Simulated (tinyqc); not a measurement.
Ballistic Schottky-barrier transistor with a two-dimensional channel, WKB contacts: one step of the calculation.

Source Fermi level 0, drain Fermi level -Vd. Far from the contacts Ec = pn - psi, and the gate moves psi one to one; the band edges relax as exp(-x/lam) from pn at the source and pn - Vd at the drain; Ev = Ec - Eg. A carrier of energy w inside the channel band meets at a contact a barrier of height D (the contact edge beyond the channel edge): T = 1 for w >= D, else exp(-S), S = 4 lam sqrt(m/C) [sqrt(D - w) - sqrt(w) arctan sqrt((D - w)/w)], C = hbar^2/(2 m0). The two contacts combine as Ts Td/(Ts + Td - Ts Td).

Question. Transmission of one of the holes. S and T at both contacts for w = w0, and the tunnelling distance lam ln(D/w) at the higher barrier.

Parameters, values chosen for the exercise; channel values close to those of a molybdenum disulphide layer: hole mass mp = 0.58 m0; screening length at the contacts lam = 3.6 nm; energy of one carrier inside the channel band w0 = 0.99 eV.

Constants: q = 1.602176634e-19 C, hbar = 1.054571817e-34 J s, m0 = 9.1093837015e-31 kg, hbar^2/(2 m0) = 0.0380998212 eV nm^2. Results are converted to the units shown.

D for holes (eV): source 1.4000000, drain 1.4500000

Find: S at the source; S at the drain; combined T; tunnelling distance.

Answer.

S at the source = 4.0093
S at the drain = 4.6593
combined T = 0.0062631
tunnelling distance = 1.3738 nm

Range of the model: No scattering, image-force lowering, channel charge or band-to-band tunnelling; parabolic kappa overstates S deep in the gap.

Computed by the program tinyqc: `OMP_NUM_THREADS=1 python tinyqc.py 2390009 2390010 out.jsonl`, one thread of a shared Intel Xeon 2.30GHz, about 0.1 s for the whole run.
